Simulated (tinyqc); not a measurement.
# Gate-all-around wire, scale length and short-channel effects: what changes with what

A round wire of diameter ts in an insulator shell of thickness ti under a surrounding gate. Below threshold the potential that source and drain add obeys Laplace's equation and vanishes on the gate. Its lowest mode decays along the channel as exp(-k y); k is the smallest positive root of the matching condition at the interface, and the scale length is Lambda = pi/k.

Inputs (values chosen for the exercise); permittivities: semiconductor close to that of indium arsenide, insulator close to that of aluminium oxide: temperature T = 325 K; relative permittivity of the semiconductor eps_r = 14.9; relative permittivity of the insulator ei = 8.89; insulator thickness ti = 0.94 nm; wire diameter ts = 12.7 nm; channel length L = 26 nm; potential of the source Vbi = 1.05 V; potential of the barrier top at threshold sT = 0.44 V; drain voltage Vds = 0.7 V.

Constants: q = 1.602176634e-19 C, kB = 1.380649e-23 J/K, Vt = kB T/q. Results are converted to the units shown.

Each table varies one quantity; the others keep the values above.

## Effect of the channel length

k is the smallest positive root of f(k) = ei J0(u)[J1(u) Y0(v) - Y1(u) J0(v)] - eps_r J1(u)[J0(u) Y0(v) - Y0(u) J0(v)], u = k ts/2, v = u + k ti. Along the channel psi(y) = s + a exp(y/l) + b exp(-y/l) with psi(0) = Vbi, psi(L) = Vbi + Vds and l = 1/k = Lambda/pi; with A = Vbi - s, B = A + Vds, x = exp(-L/l): a = (B - A x) x/(1 - x^2), b = (A - B x)/(1 - x^2). The minimum is s + 2 sqrt(a b), at y = (l/2) ln(b/a). The long-channel potential follows the gate as s = sT + (Vg - VTL)/m, and the threshold VT is the gate voltage at which the minimum equals sT. Swing = m Vt ln 10/g at threshold, g = d(minimum)/ds = 1 - (b x + a)/((1 + x) sqrt(a b)). DIBL = [VT(0.05 V) - VT(Vds)]/(Vds - 0.05 V). sT and Vbi are held fixed; m = 1.

The same in every row: Lambda (nm) = 10.35.

Effect of the channel length:
```
L (nm)  L/Lambda  VT - VTL at Vds = 0.05 V (mV)  VT - VTL at Vds (mV)  DIBL (mV/V)  swing (mV/decade)
11         1.063                         -362.7                -521.0        243.5              103.3
14         1.353                         -195.4                -279.2        128.8              85.54
16         1.546                         -134.5                -191.6        87.80              79.02
19         1.836                         -79.59                -113.0        51.33              73.11
23         2.223                         -41.12                -58.17        26.24              68.96
27         2.609                         -21.78                -30.75        13.81              66.86
33         3.189                         -8.585                -12.11        5.418              65.42
39         3.769                         -3.425                -4.827        2.157              64.86
47         4.542                         -1.013                -1.427       0.6374              64.60
```

What does the table show?

From L = 11 to 47 nm, DIBL falls from 243 to 0.637 mV/V and the swing falls from 103 to 64.6 mV a decade (long-channel value 64.5). Between the last two rows the threshold shift at Vds decays with a length of 6.57 nm, against 2 Lambda/pi = 6.59 nm for a shift that goes as exp(-pi L/(2 Lambda)). DIBL first drops below 100 mV/V at L = 16 nm among the rows, L/Lambda = 1.5. For L = 11 to 14 nm L is under 1.5 Lambda, where higher modes, left out of the one-mode potential, count.

## Effect of the relative permittivity of the insulator

Same model as above.

Effect of the relative permittivity of the insulator:
```
ei   Lambda (nm)  L/Lambda  VT - VTL at Vds (mV)  DIBL (mV/V)  swing (mV/decade)
3.9       12.747    2.0397               -79.302       35.878             70.565
5.7       11.440    2.2726               -53.516       24.120             68.602
8.5       10.440    2.4905               -37.337       16.784             67.364
12        9.8208    2.6474               -28.902       12.973             66.716
18        9.3104    2.7926               -22.852       10.247             66.251
27        8.9687    2.8990               -19.255       8.6283             65.974
40        8.7475    2.9723               -17.118       7.6677             65.810
```

As ei goes from 3.9 to 40, Lambda falls from 12.7 to 8.75 nm, DIBL falls from 35.9 to 7.67 mV/V and the swing falls from 70.6 to 65.8 mV a decade. On average Lambda goes as ei^(-0.16).

Computed by the program tinyqc: `OMP_NUM_THREADS=1 python tinyqc.py 2420036 2420037 out.jsonl`, one thread of a shared Intel Xeon 2.30GHz, about 0.01 s for the whole run.
